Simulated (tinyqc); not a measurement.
Worked calculation: pair-potential crystal by lattice sums. Computed by tinyqc, a small Python program that keeps every step. Command: `OMP_NUM_THREADS=1 python tinyqc.py 3028303 3028304 out.jsonl pairsum walk`. One thread of a shared host (Intel(R) Xeon(R) Processor @ 2.30GHz), about 0.02 s of CPU time with the checks. Intermediate numbers are printed to about 5 digits and carried at full precision; extremes and crossings named in words are read from the listed rows.

Energy per atom E = (1/2) sum over neighbours of phi(r); d is the nearest-neighbour distance.

Inputs (values chosen for the exercise, for model atoms):

| quantity | value | unit |
|---|---|---|
| well depth eps | 0.0269 | eV |
| pair minimum r0 | 3.64 | angstrom |
| cut-off r_c/r0 | 2.15 | - |
| trial neighbour distance d/r0 | 0.978 | - |
| repulsive exponent n | 14 | - |
| attractive exponent m | 5 | - |

Potential: Mie n-m. Structure: fcc.

Constants: 1 eV/angstrom^3 = 160.2176634 GPa.

## Shell sums at the trial distance

phi0(r) = eps [m (r0/r)^n - n (r0/r)^m]/(n - m); shifted-force cut-off: phi(r) = phi0(r) - phi0(r_c) - (r - r_c) phi0'(r_c) for r < r_c, zero beyond. Shells (distance in units of d, count): fcc 1.0000 (12), 1.4142 (6), 1.7321 (24), 2.0000 (12), 2.2361 (24), 2.4495 (8), 2.6458 (48), 2.8284 (6), 3.0000 (36), 3.1623 (24); hcp 1.0000 (12), 1.4142 (6), 1.6330 (2), 1.7321 (18), 1.9149 (12), 2.0000 (6), 2.2361 (12), 2.3805 (12), 2.4495 (6), 2.5166 (6), 2.5820 (12), 2.6458 (24), 2.7080 (6), 2.8868 (12), 3.0000 (12), 3.1091 (24), 3.1623 (12); bcc 1.0000 (8), 1.1547 (6), 1.6330 (12), 1.9149 (24), 2.0000 (8), 2.3094 (6), 2.5166 (24), 2.5820 (24), 2.8284 (24), 3.0000 (32); sc 1.0000 (6), 1.4142 (12), 1.7321 (8), 2.0000 (6), 2.2361 (24), 2.4495 (24), 2.8284 (12), 3.0000 (30), 3.1623 (24); diamond 1.0000 (4), 1.6330 (12), 1.9149 (12), 2.3094 (6), 2.5166 (12), 2.8284 (24), 3.0000 (16). Volumes per atom in d^3: fcc 0.70711, hcp 0.70711, bcc 0.76980, sc 1.00000, diamond 1.53960; hcp has the ideal c/a. Every shell inside the cut-off is summed. List each shell within the cut-off.

Shells:

| shell | count | r (angstrom) | phi (eV) | phi' (eV/angstrom) | phi'' (eV/angstrom^2) |
|---|---|---|---|---|---|
| 1 | 12 | 3.5599 | -0.022972 | -0.015141 | 0.22741 |
| 2 | 6 | 5.0345 | -0.005575 | 0.007186 | -0.00846 |
| 3 | 24 | 6.1660 | -0.001115 | 0.001830 | -0.00232 |
| 4 | 12 | 7.1198 | -0.000139 | 0.000443 | -0.00086 |

## Energy and virial pressure

E = (1/2) sum count x phi; P = -(1/(6 Omega)) sum count x r phi', Omega = 0.707107 d^3.

energy at the trial distance = -0.16877 eV/atom

pressure at the trial distance = 0.10136 GPa

The pressure is positive, so the lattice wants to expand.

## Equilibrium

Equilibrium: dE/dd = 0 at the lowest minimum with d between 0.78 r0 and 1.45 r0; B = d^2 E''(d)/(9 Omega). Unrelaxed vacancy: removing an atom breaks its bonds (2|E|) and placing it on the surface returns |E|, so E_v = |E|.

equilibrium distance d = 3.5746 angstrom

energy per atom = -0.16890 eV

bulk modulus B = 7.7688 GPa

unrelaxed vacancy energy = 0.16890 eV

d is 1.8 % shorter than r0, because further shells pull and the first shell must push back.

## Elastic constants

At zero stress C_ijkl = (1/(2 Omega)) sum (phi'' - phi'/r) R_i R_j R_k R_l / r^2 over all neighbours, on cube axes; so C44 = C12 (Cauchy relation). C' = (C11 - C12)/2.

C11 = 11.041 GPa

C12 = C44 = 6.1327 GPa

C' = 2.4542 GPa

C' and C44 are positive: the structure is stable against homogeneous shear.

## Ranking of structures

The formulas are those given above.

Each structure at its own equilibrium:

| structure | neighbours | d (angstrom) | E (eV/atom) | volume (angstrom^3) | B (GPa) |
|---|---|---|---|---|---|
| fcc | 12 | 3.5746 | -0.16890 | 32.298 | 7.7688 |
| hcp | 12 | 3.5737 | -0.16895 | 32.274 | 7.7898 |
| bcc | 8 | 3.5059 | -0.16019 | 33.173 | 7.2170 |
| sc | 6 | 3.5116 | -0.10803 | 43.304 | 3.7787 |
| diamond | 4 | 3.5446 | -0.05945 | 68.565 | 1.3484 |

The order is hcp < fcc < bcc < sc < diamond; hcp lies 0.050 meV below fcc. fcc (-0.168896 eV) and hcp (-0.168947 eV) share two shells and differ from the third on. Pair forces reward the number of bonds: diamond reaches only 35 % of the best binding. Caution: each structure is relaxed in d alone and may be unstable against shear; the tiny fcc-hcp difference depends on the cut-off.

Checks made by the program: virial pressure against -dE/dV (relative difference 9e-08); (C11 + 2 C12)/3 against the curvature of E(d) (relative difference 1e-09).
